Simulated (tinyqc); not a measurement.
Inside a calculation: charge neutrality level from zone-averaged pseudopotential bands. Values are carried at full precision from step to step, so a last printed digit may differ when a step is redone from the rounded ones.

Empirical pseudopotential on the fcc lattice, atoms at +/- tau, tau = a (1,1,1)/8, no spin-orbit coupling. H(G,G') = c (2 pi/a)^2 |k + G|^2 delta + VS(q) cos(q.tau) + i VA(q) sin(q.tau), q = G - G', c = hbar^2/2m0; k and G in units of 2 pi/a; VS at |q|^2 = 3, 8, 11 and VA at 3, 4, 11, in rydberg, zero elsewhere. At each k the basis holds all G with |k + G|^2 up to 16; energies are counted from the fourth level at Gamma.

Mesh: k = sum_i (n_i + 1/2)/N b_i, n_i = 0 ... N - 1, b = (-1,1,1), (1,-1,1), (1,1,-1); points with the same sorted |kx|, |ky|, |kz| after folding to the shortest k + G are joined, with their count as weight. Neutrality (branch-point) level: E_N = (1/2) mean over k of [E5 + (E3 + E4)/2], E_n the n-th level from below.

Constants: hbar^2/2m0 = 3.80998211 eV angstrom^2; Ry = 13.60569312 eV.

Parameters, chosen for this exercise (classic local form factors of the size used for Ge, without spin-orbit coupling; the results hold for these values, not for the real material):
- a = 5.67 angstrom (lattice constant)
- VS = (-0.229, 0.009, 0.059) Ry (symmetric form factors)
- VA = (0, 0, 0) Ry (antisymmetric form factors)
- mesh = 4 (points along each reciprocal vector)

## Levels on the mesh

Diagonalise at each joined point.

Levels (eV):
```
kx          ky      kz  weight       E3       E4      E5      E6
0.1250  0.1250  0.1250       2  -0.2356  -0.2356  1.9521  3.8337
0.3750  0.1250  0.1250       6  -1.1822  -1.1349  2.4414  3.5328
0.3750  0.3750  0.1250       6  -2.1259  -0.7020  2.3930  4.2836
0.3750  0.3750  0.3750       2  -0.9921  -0.9921  1.0304  4.2714
0.6250  0.1250  0.1250       6  -2.4080  -1.9743  1.7117  3.1911
0.6250  0.3750  0.1250      12  -3.0507  -1.7174  3.0288  3.8734
0.6250  0.3750  0.3750       6  -2.2105  -1.4105  1.9856  3.9430
0.6250  0.6250  0.1250       6  -3.6227  -1.6965  2.1164  5.4233
0.8750  0.1250  0.1250       6  -3.0650  -2.4246  1.2792  2.3077
0.8750  0.3750  0.1250      12  -3.6162  -2.6207  2.6976  4.6117
```

## Gaps

Level 5 at Gamma, at the lowest of (f,0,0) with f = 0.8, 0.85, 0.9, 1, and at (1/2,1/2,1/2).

gaps to Gamma, Delta/X, L (eV): 1.1444  0.9608  0.8754

## The neutrality level

Energies are counted from the valence top at Gamma. E_N = (1/2) weighted mean of [E5 + (E3 + E4)/2]. Compare with half the smallest indirect gap, min(Delta/X, L)/2, and give the barrier for electrons in the limit of full pinning, min(gaps) - E_N.

mean of E5 = 2.2851 eV
mean of (E3 + E4)/2 = -2.1931 eV
E_N = 0.0460 eV
half the indirect gap = 0.4377 eV
pinned barrier for electrons = 0.8294 eV

E_N lies at 5 % of the gap from the valence top, so pinned contacts have the lower barrier for holes. The two estimates differ by 0.39 eV; both rules are good to a few tenths of an eV only, so a position within that distance of a band edge or of mid-gap is not settled. Local form factors place the indirect gaps only to a few tenths of an eV, and E_N moves with them. Spin-orbit coupling, left out, would lift the valence top by a third of its splitting.

## Checks

- Sum of the weights against N^3: both 64.

(tinyqc, `OMP_NUM_THREADS=1 python tinyqc.py 1850019 1850020 out.jsonl`, Intel(R) Xeon(R) Processor @ 2.30GHz, 1 thread, shared host, about 0.09 s.)
